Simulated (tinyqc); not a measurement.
## Saddle-point parameters from gate and bias data

Problem. In a saddle-point contact at zero temperature mu - V0 = al (Vg - Vp), riser n is centred where this equals wy (n + 1/2), its largest slope is dg/dmu = pi/(2 wx) (neighbouring modes neglected), and in bias spectroscopy neighbouring risers meet at q V = wy. Find al, Vp and wx.

gate voltages at the middle of the first and second risers (V): [-0.59092105, -0.55276316]
largest dg/dVg on a riser = 99.483767 1/V
bias at which two neighbouring risers meet = 5.8 mV

Solution. The bias gives wy, the gate spacing then gives al = wy/(Vg2 - Vg1), and the slope gives wx = al pi/(2 dg/dVg).

lever arm al = 0.1520 eV/V
Vp = -0.6100 V
wx = 2.400 meV

tinyqc, about 0.02 s, one thread, Intel Xeon 2.30GHz (shared host): `OMP_NUM_THREADS=1 python tinyqc.py 2740005 2740006 out.jsonl`
